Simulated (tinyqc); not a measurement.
Single-oscillator infrared dielectric function of a polar cubic crystal: one step, computed by the program tinyqc. Command: `OMP_NUM_THREADS=1 python tinyqc.py 3020240 3020241 out.jsonl infrared walk`. One thread of a shared host (Intel(R) Xeon(R) Processor @ 2.30GHz), about 0.01 s of CPU time with the checks.

One ion pair, charges +Z* and -Z*, in a cell of volume Omega = a^3/4. Frequencies omega are given as wavenumbers (1/cm); eps_s is the static dielectric constant.

Question. Optical constants at the probe frequency. eps(omega) = eps_inf + W^2/(omega_TO^2 - omega^2 - i gamma omega); n + i k = sqrt(eps) with k >= 0; R = |(n + i k - 1)/(n + i k + 1)|^2 at normal incidence from vacuum. omega is the probe ratio times omega_TO. Intensity decays over 1/(4 pi omega k); the loss function is Im(-1/eps).

Inputs (values chosen for the exercise, modelled on gallium phosphide):

| quantity | value | unit |
|---|---|---|
| omega_TO | 371 | 1/cm |
| eps_inf | 9.16 | - |
| phonon damping gamma | 2.9 | 1/cm |
| probe frequency / omega_TO | 0.624 | - |

Structure: zinc blende. Free carriers: absent.

W = 473.7220 1/cm

Give: omega; Re eps; Im eps; n; k; reflectivity R; penetration depth of the intensity; loss function.

Answer.

omega = 231.504 1/cm

Re eps = 11.83

Im eps = 0.02133

n = 3.439

k = 0.003100

reflectivity R = 0.3019

penetration depth of the intensity = 1109 micrometre

loss function = 1.524e-04

Re eps is positive and k is small against n: the wave propagates.
